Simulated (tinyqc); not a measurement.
Effective-mass impurity with a central-cell term, in a basis of Slater functions: one step, computed by the program tinyqc. Command: `OMP_NUM_THREADS=1 python tinyqc.py 3012468 3012469 out.jsonl centralcell walk`. One thread of a shared host (Intel(R) Xeon(R) Processor @ 2.30GHz), about 0.01 s of CPU time with the checks.

The envelope obeys H = -nabla^2 - (2/r) [Z + A exp(-kappa r)] in effective units, with kappa = a*/lambda; positive A deepens the well near the core.

Task: Matrices over the s basis. zeta_i = zeta_1 beta^(i-1), i = 1..n. For s functions exp(-zeta r), with s = zeta_i + zeta_j: S = 2/s^3, T = zeta_i zeta_j S, V = -2 Z/s^2, W = -2 A/(s + kappa)^2; each function is normalised by dividing by sqrt(S_ii S_jj).

Inputs (values chosen for the exercise, with mass and screening modelled on GaAs):

| quantity | value | unit |
|---|---|---|
| charge Z of the core | 1 | - |
| central-cell strength A | 30 | - |
| basis size n | 4 | - |
| smallest exponent zeta_1 | 0.43 | 1/a* |
| ratio beta of exponents | 2.5 | - |

Impurity: donor, one isotropic band.

kappa = 59.88631 1/a*

Give: exponents; overlap S; kinetic T; Coulomb V; central cell W.

Result:

exponents (1/a*): 0.43  1.075  2.6875  6.71875

overlap S, lower triangle (symmetric):
```
       1      2      3      4
1  1.000
2  0.738  1.000
3  0.328  0.738  1.000
4  0.108  0.328  0.738  1.000
```

kinetic T (Ry*), lower triangle (symmetric):
```
        1         2      3      4
1  0.1849
2  0.3409  1.155625
3  0.3791     2.131  7.223
4  0.3107     2.369  13.32  45.14
```

Coulomb V (Ry*), lower triangle (symmetric):
```
         1       2       3         4
1    -0.86
2   -1.110   -2.15
3   -1.023  -2.775  -5.375
4  -0.7687  -2.556  -6.938  -13.4375
```

central cell W (Ry*), lower triangle (symmetric):
```
           1         2       3       4
1  -0.005171
2   -0.02001  -0.07747
3   -0.07511   -0.2909  -1.094
4    -0.2623    -1.017  -3.835  -13.54
```
